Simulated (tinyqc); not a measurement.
# Worked calculation: on-chip power grid, static voltage drop by conjugate gradients

Numbers from tinyqc (`OMP_NUM_THREADS=1 python tinyqc.py 2770135 2770136 out.jsonl`; about 0.1 s on one thread of a shared Intel Xeon 2.30GHz). Printed values are rounded.

A grid of 4 rows and 4 columns, node k = 4 row + column. Neighbours in a row are joined by Rx, in a column by Ry; pad nodes, which reach the supply through Rp: 0, 3, 12, 15. Each node draws I0, node 6 draws kh I0. The drops u = Vdd - V solve G u = i, with G the conductance matrix (1/Rp added on the diagonal at pad nodes).

Parameters, values chosen for the exercise: supply voltage Vdd = 0.8 V; resistance of a horizontal segment Rx = 1.7 ohm; resistance of a vertical segment Ry = 0.12 ohm; resistance from a pad node to the supply Rp = 0.04 ohm; load current of an ordinary node I0 = 6.5 mA; factor on the load at the hot node kh = 1.

## Diagonal of G, loads and first direction

G_kk = sum of the conductances at node k. Start u = 0, so the residual is r = i; p = r.

G_kk (S):
```
,col 0,col 1,col 2,col 3
row 0,33.9216,9.50980,9.50980,33.9216
row 1,17.2549,17.8431,17.8431,17.2549
row 2,17.2549,17.8431,17.8431,17.2549
row 3,33.9216,9.50980,9.50980,33.9216
```

r at the start (mA):
```
,col 0,col 1,col 2,col 3
row 0,6.5,6.5,6.5,6.5
row 1,6.5,6.5,6.5,6.5
row 2,6.5,6.5,6.5,6.5
row 3,6.5,6.5,6.5,6.5
```

p at the start (mA):
```
,col 0,col 1,col 2,col 3
row 0,6.5,6.5,6.5,6.5
row 1,6.5,6.5,6.5,6.5
row 2,6.5,6.5,6.5,6.5
row 3,6.5,6.5,6.5,6.5
```

## Iteration 1: conjugate-gradient step

u at the start (mV):
```
,col 0,col 1,col 2,col 3
row 0,0,0,0,0
row 1,0,0,0,0
row 2,0,0,0,0
row 3,0,0,0,0
```

q = G p; a = (r.r)/(p.q); u(new) = u + a p; r(new) = r - a q; b = (r.r)(new)/(r.r); p(new) = r(new) + b p.

q (mA S):
```
,col 0,col 1,col 2,col 3
row 0,162.500,0.000,0.000,162.500
row 1,0.000,0.000,0.000,0.000
row 2,0.000,0.000,0.000,0.000
row 3,162.500,0.000,0.000,162.500
```

a = 0.16 ohm

u after iteration 1 (mV):
```
,col 0,col 1,col 2,col 3
row 0,1.04000,1.04000,1.04000,1.04000
row 1,1.04000,1.04000,1.04000,1.04000
row 2,1.04000,1.04000,1.04000,1.04000
row 3,1.04000,1.04000,1.04000,1.04000
```

r after iteration 1 (mA):
```
,col 0,col 1,col 2,col 3
row 0,-19.5000,6.5000,6.5000,-19.5000
row 1,6.5000,6.5000,6.5000,6.5000
row 2,6.5000,6.5000,6.5000,6.5000
row 3,-19.5000,6.5000,6.5000,-19.5000
```

b = 3

p after iteration 1 (mA):
```
,col 0,col 1,col 2,col 3
row 0,0.0000,26.0000,26.0000,0.0000
row 1,26.0000,26.0000,26.0000,26.0000
row 2,26.0000,26.0000,26.0000,26.0000
row 3,0.0000,26.0000,26.0000,0.0000
```

## Iteration 2: conjugate-gradient step

As before.

q (mA S):
```
,col 0,col 1,col 2,col 3
row 0,-231.961,15.294,15.294,-231.961
row 1,216.667,0.000,0.000,216.667
row 2,216.667,0.000,0.000,216.667
row 3,-231.961,15.294,15.294,-231.961
```

a = 0.0840659 ohm

u after iteration 2 (mV):
```
,col 0,col 1,col 2,col 3
row 0,1.04000,3.22571,3.22571,1.04000
row 1,3.22571,3.22571,3.22571,3.22571
row 2,3.22571,3.22571,3.22571,3.22571
row 3,1.04000,3.22571,3.22571,1.04000
```

r after iteration 2 (mA):
```
,col 0,col 1,col 2,col 3
row 0,0.0000,5.2143,5.2143,0.0000
row 1,-11.7143,6.5000,6.5000,-11.7143
row 2,-11.7143,6.5000,6.5000,-11.7143
row 3,0.0000,5.2143,5.2143,0.0000
```

b = 0.407620

p after iteration 2 (mA):
```
,col 0,col 1,col 2,col 3
row 0,0.0000,15.8124,15.8124,0.0000
row 1,-1.1162,17.0981,17.0981,-1.1162
row 2,-1.1162,17.0981,17.0981,-1.1162
row 3,0.0000,15.8124,15.8124,0.0000
```

## Iteration 3: conjugate-gradient step

As before.

q (mA S):
```
,col 0,col 1,col 2,col 3
row 0,0.0000,-1.4129,-1.4129,0.0000
row 1,-20.0157,21.4286,21.4286,-20.0157
row 2,-20.0157,21.4286,21.4286,-20.0157
row 3,0.0000,-1.4129,-1.4129,0.0000
```

a = 0.564055 ohm

u after iteration 3 (mV):
```
,col 0,col 1,col 2,col 3
row 0,1.0400,12.1448,12.1448,1.0400
row 1,2.5961,12.8700,12.8700,2.5961
row 2,2.5961,12.8700,12.8700,2.5961
row 3,1.0400,12.1448,12.1448,1.0400
```

r after iteration 3 (mA):
```
,col 0,col 1,col 2,col 3
row 0,0.00000,6.01122,6.01122,0.00000
row 1,-0.42432,-5.58690,-5.58690,-0.42432
row 2,-0.42432,-5.58690,-5.58690,-0.42432
row 3,0.00000,6.01122,6.01122,0.00000
```

b = 0.326755

p after iteration 3 (mA):
```
,col 0,col 1,col 2,col 3
row 0,0.0000,11.1780,11.1780,0.0000
row 1,-0.7890,0.0000,0.0000,-0.7890
row 2,-0.7890,0.0000,0.0000,-0.7890
row 3,0.0000,11.1780,11.1780,0.0000
```

## Course of the conjugate-gradient iteration

Stop when |r| is below 1e-9 mA.

Course of the iteration:
```
iteration,largest u (mV),|r| (mA)
1,1.04,45.0
2,3.22571,28.8
3,12.87,16.4
4,12.87,< 1e-11
```

Converged in 4 iterations for 16 unknowns; in exact arithmetic the method needs at most 16. The condition number of the matrix is 72.4. Gauss-Seidel sweeps in node order need 299 to reach the same residual.

## Worst drop, pad currents and power lost

converged u (mV):
```
,col 0,col 1,col 2,col 3
row 0,1.0400,12.8186,12.8186,1.0400
row 1,2.5486,12.8700,12.8700,2.5486
row 2,2.5486,12.8700,12.8700,2.5486
row 3,1.0400,12.8186,12.8186,1.0400
```

Pad current u/Rp; worst drop as a share of Vdd; power lost in the grid and pads sum_k i_k u_k; power delivered sum_k i_k (Vdd - u_k).

worst drop = 12.87 mV
share of Vdd = 1.60875 %
pad currents (mA): node 0 26, node 3 26, node 12 26, node 15 26
power lost = 0.761206 mW
power delivered = 82.4388 mW

The pad currents add up to the total load, 104.0 mA. The worst drop is at node 5 and 6 and 9 and 10.
